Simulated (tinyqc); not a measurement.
# Worked calculation: off-state leakage of single and stacked transistors

Program tinyqc, `OMP_NUM_THREADS=1 python tinyqc.py 2242089 2242090 out.jsonl`; Intel Xeon 2.30GHz, shared host, one thread, about 0.03 s. Printed values are rounded.

n-channel devices of unit width. Subthreshold current I(Vg, Vs, Vd) = I0 (T/300 K)^0.5 exp[(Vg - Vs - VT(T) - gb (Vs - Vb) + dd (Vd - Vs))/(nf Vt)] (1 - exp(-(Vd - Vs)/Vt)), VT(T) = VT - cT (T - 300 K). Gate-edge tunnelling Ig (Vd/1 V) exp(ag (Vd - 1 V)), for a gate at 0 V, and band-to-band leakage Ab u exp(-Bb/u), u = Vd - Vb + 1 V, flow at a drain held at V; both are taken as independent of T. In a stack of off transistors (all gates at 0 V) the same subthreshold current passes through each.

Parameters, values chosen for the exercise; values of the order met in bulk silicon logic transistors: temperature T = 330 K; supply voltage V = 1.2 V; threshold at 300 K, zero drain and body bias VT = 0.41 V; fall of the threshold with temperature cT = 0.9 mV/K; current at threshold at 300 K I0 = 0.19 uA/um; slope factor nf = 1.37; drain-induced lowering per volt dd = 0.18; rise of the threshold per volt of source-body bias gb = 0.11; gate-edge tunnelling current at 1 V Ig = 1e-6 uA/um; exponential slope of the gate current ag = 4 1/V; prefactor of band-to-band leakage at the drain Ab = 200 uA/(um V); its exponential voltage Bb = 24 V; body voltage Vb = 0 V.

Constants: q = 1.602176634e-19 C, kB = 1.380649e-23 J/K, Vt = kB T/q. Results are converted to the units shown.

## Leakage of one transistor

Vg = Vs = 0, Vd = V; effective threshold VT(T) - gb Vb - dd V.

effective threshold = 0.167 V
parts (nA/um): subthreshold 2.74044, gate edge 0.00267065, band-to-band 8.04812
total = 10.7912 nA/um
shares (%): subthreshold 25.3950, gate edge 0.0247483, band-to-band 74.5802

The band-to-band part is the largest.

## Starting value

Vx = dd V/(1 + gb + 2 dd), the solution for Vx well above Vt, rounded to three decimals.

Vx at the start = 0.147 V

## Iteration 1: new Vx

Stack of two, Vx the node between them: I_low = I(0, 0, Vx), I_up = I(0, Vx, V), f = ln(I_up/I_low), f' = -(1 + gb + 2 dd)/(nf Vt) - 1/(Vt (exp(Vx/Vt) - 1)) - 1/(Vt (exp((V - Vx)/Vt) - 1)), Vx(new) = Vx - f/f'.

I_low = 0.0210111 nA/um
I_up = 0.0210825 nA/um
f = 0.00339475
f' = -37.9332 1/V
Vx after iteration 1 = 0.147089 V

## Iteration 2: new Vx

As before.

I_low = 0.0210201 nA/um
I_up = 0.0210201 nA/um
f = 2.84627e-8
f' = -37.9326 1/V
Vx after iteration 2 = 0.147089 V

## Course of the iteration

Stop when the step is below 1e-11 V, or after 40 iterations.

Course of the iteration:
```
iteration  Vx before the step (V)  step (V)
1                           0.147   8.95e-5
2                        0.147089  7.50e-10
3                        0.147089  2.78e-17
```

Converged in 3 iterations. The subthreshold current of the stack is 0.02102 nA/um, 130 times less than that of one transistor (the drain leakage is unchanged); the estimate exp[dd V (1 + gb + dd)/((1 + gb + 2 dd) nf Vt)] gives 130.
